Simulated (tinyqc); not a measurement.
Worked calculation: Weaire-Thorpe hybrids on a Bethe lattice: gap and dangling bond of an amorphous tetrahedral solid. Values are carried at full precision from step to step, so a last printed digit may differ when a step is redone from the rounded ones.

Four sp3 hybrids an atom at energy 0, coupled by -V1 on the atom and by -V2 along a bond; the bonds form a tree (no rings). For any network the gap runs at least from -V2 + V1 to V2 - 3 V1, and p-like states pile up at -V2 + V1 and V2 + V1. On the tree the gap is wider: it ends at Ec = -V1 + sqrt(V2^2 + 4 V1^2 - 2 sqrt3 V1 V2), which makes it well wider than the gaps of the real glasses. A branch seen from a hybrid has the self-energy S = V2^2 g, where g is the Green function of the hybrid across the bond, whose three partners carry S themselves. With a = z - V1, b = a - S: g = 1/(a + V1 b/(b + 3 V1)), z = E + i eta. A full atom has G = (1/b)(b + 3 V1)/(b + 4 V1) per hybrid; a dangling hybrid with shift dh has G = 1/(1/g - dh).

Inputs chosen for the exercise (of the size of tabulated hybrid energies for tetrahedral carbon; the results hold for these values, not for the real material):
```
symbol  value  unit  meaning
V1      2.16   eV    coupling of two hybrids on one atom
V2      9.93   eV    coupling of the two hybrids of a bond
E       4.37   eV    energy
eta     0.03   eV    broadening
dh      -0.09  eV    shift of the dangling hybrid (rehybridisation)
```

## Edges

Bounds -V2 + V1 and V2 - 3 V1. On the tree the s-like bands are narrower: E = -V1 -/+ sqrt(V2^2 + 4 V1^2 + V1 V2 e) with e from -2 sqrt3 to 2 sqrt3 (for a crystal, -4 to 4), so the conduction edge is -V1 + sqrt(V2^2 + 4 V1^2 - 2 sqrt3 V1 V2).

edges (eV): Ev -7.7700, Ec(bound) 3.4500, Ec(tree) 4.3949

gaps (eV): (bound, reached in the crystal) 11.2200, (tree) 12.1649

The gap needs no periodicity, only V2 > 2 V1 (here V2/V1 = 4.597); leaving out rings widens it by 0.945 eV. Two parameters overstate the gap of carbon more than twofold (diamond has 5.5 eV).

## The self-energy at one energy

S = V2^2 g is a quadratic A S^2 + B S + C = 0 with A = a + V1, B = -(a (a + 4 V1) + V2^2), C = V2^2 (a + 3 V1), a = z - V1. Of the two roots take the one with Im S < 0 (if both qualify, the decaying one, with the smaller |V1 V2 g/(b + 3 V1)|).

A, B, C: 4.3700+0.0300i  -122.5825-0.3918i  856.8766+2.9581i

roots (eV): 13.1256+0.3789i  14.9246-0.4818i

S = 14.9246-0.4818i eV

## Densities at that energy

With z = E + i eta, b = z - V1 - S: full atom G = (b + 3 V1)/(b (b + 4 V1)); g = S/V2^2; dangling hybrid 1/(1/g - dh); densities -Im G/pi.

G (1/eV): (bulk) -0.1193-0.0100i, (dangling with dh = 0) 0.1514-0.0049i, (dangling with dh) 0.1493-0.0048i
densities (1/eV): (bulk) 0.0032, (dangling with dh = 0) 0.0016, (dangling with dh) 0.0015

## The dangling-bond level

For eta = 0 the level solves 1/g(E) = dh inside the gap (bisection); its weight on the dangling hybrid is 1/(d(1/g)/dE), by central differences with step 1e-5 eV.

level = -0.0773 eV
above Ev = 7.6927 eV
weight on the dangling hybrid = 0.859

The level lies at 63 % of the gap of the tree; 14 % of it spreads over the back bonds.

## Checks

- Conduction edge from the formula against the zero of the discriminant: both 4.39488.
- S from the quadratic against damped iteration of S = V2^2 g: both 14.92459.

Computed by tinyqc, a small Python program: `OMP_NUM_THREADS=1 python tinyqc.py 1450952 1450953 out.jsonl` (the numbers bound the seed that draws the inputs); one thread of a shared host (Intel(R) Xeon(R) Processor @ 2.30GHz), about 0.03 s for the whole set of steps.
